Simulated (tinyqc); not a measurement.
Worked calculation: averaged masses of warped heavy- and light-hole bands. Values are carried at full precision from step to step, so a last printed digit may differ when a step is redone from the rounded ones.

Constants: Ry = 13.60569312 eV; a0 (Bohr radius) = 0.5291772105 angstrom; kB = 8.617333262e-05 eV/K; hbar^2/2m0 = 3.80998211 eV angstrom^2.

Inputs chosen for the exercise (near those of InSb; the results hold for these values, not for the real material):
```
symbol  value  unit  meaning
g1      34.69        Luttinger gamma1
g2      15.57        gamma2
g3      16.41        gamma3
eps     16.62        dielectric constant
mso     0.11   m0    split-off mass
Dso     0.804  eV    spin-orbit splitting
T       300    K     temperature
```

## Other forms of the parameters

Dresselhaus-Kip-Kittel form E = c [A k^2 -/+ sqrt(B^2 k^4 + C^2 (kx^2 ky^2 + ky^2 kz^2 + kz^2 kx^2))] with A = g1, B = 2 g2, C^2 = 12 (g3^2 - g2^2). Spherical form: mu = (6 g3 + 4 g2)/(5 g1), delta = (g3 - g2)/g1, masses 1/(g1 (1 -/+ mu)). Effective rydberg R* = Ry/(g1 eps^2) and radius a* = a0 g1 eps.

A, B, |C|: 34.690  31.140  17.954

mu, delta: 0.9267  0.0242

spherical masses, heavy and light (m0): 0.3934  0.0150

R* = 1.42 meV
a* = 305.1 angstrom

delta/mu = 0.03 measures the warping against the spherical splitting.

## Masses along six directions

Four-band hole energies E = c k^2 f(u), c = hbar^2/2m0, f = g1 -/+ 2 sqrt(g2^2 + 3 (g3^2 - g2^2) s), s = ux^2 uy^2 + uy^2 uz^2 + uz^2 ux^2 for the unit vector u; minus for heavy, plus for light holes; the mass along u is 1/f.

Give s and both masses.

Masses (m0):
```
direction        s   heavy   light
[100]      0.00000  0.2817  0.0152
[110]      0.25000  0.4382  0.0149
[111]      0.33333  0.5348  0.0148
[210]      0.16000  0.3660  0.0150
[311]      0.15702  0.3640  0.0150
[411]      0.10185  0.3303  0.0151
```

The heavy mass grows by a factor of 1.90 from [100] to [111] while the light one shrinks by 2 %; 1/m_heavy + 1/m_light = 2 g1 in every direction.

## Density-of-states masses from three directions

m_d^(3/2) is the angular mean of m(u)^(3/2). The rule mean = (10 F[100] + 16 F[110] + 9 F[111])/35 is exact for cubic harmonics up to sixth order. Total m_d = (m_h^(3/2) + m_l^(3/2))^(2/3).

m^(3/2):
```
direction    heavy    light
[100]      0.14951  0.00187
[110]      0.29012  0.00182
[111]      0.39105  0.00180
```

m_d heavy, light (m0): 0.4238  0.0150

total = 0.4257 m0
share of light holes = 0.7 %

## Averages on a grid

Grid: n x n midpoints in cos(theta) from 0 to 1 and phi from 0 to pi/2, equal weights. m_d = <f^(-3/2)>^(2/3). Conductivity mass for one scattering time: 1/m_c = <|w|^2 f^(-5/2)>/<f^(-3/2)> with w = grad_k(k^2 f)/(2 k), that is |w|^2 = f^2 + |angular gradient of f|^2/4.

Use n = 40.

m_d heavy, light (m0): 0.4086  0.0150

m_c heavy, light (m0): 0.3602  0.0150

The three-direction rule differs from the grid by +3.71 % for heavy holes. Warping makes m_c of the heavy holes 12 % smaller than m_d; on a sphere the two are equal.

## Effective density of states

Nv = 2 (kT/(4 pi c))^(3/2) [m_h^(3/2) + m_l^(3/2) + mso^(3/2) exp(-Dso/kT)], c = hbar^2/2m0, parabolic bands, m_h and m_l the density-of-states masses from the grid; 1 angstrom^-3 = 1e24 cm^-3.

prefactor = 2.5094e+19 cm^-3

the three terms: 0.26123  0.00183  0.00000

Nv = 6.601e+18 cm^-3

shares (%): 99.3  0.7  0.0

kT/Dso = 0.03, small enough for the four-band form.

## Checks

- m_d and m_c of heavy holes for g2 = g3 against 1/(g1 - 2 g3): they agree to 1e-10 or better.
- m_d of heavy holes on grids of 40 and 160: both 0.4086.

Run: tinyqc, `OMP_NUM_THREADS=1 python tinyqc.py 1080470 1080471 out.jsonl`; Intel(R) Xeon(R) Processor @ 2.30GHz, one thread, shared host; about 0.04 s of CPU time with all checks.
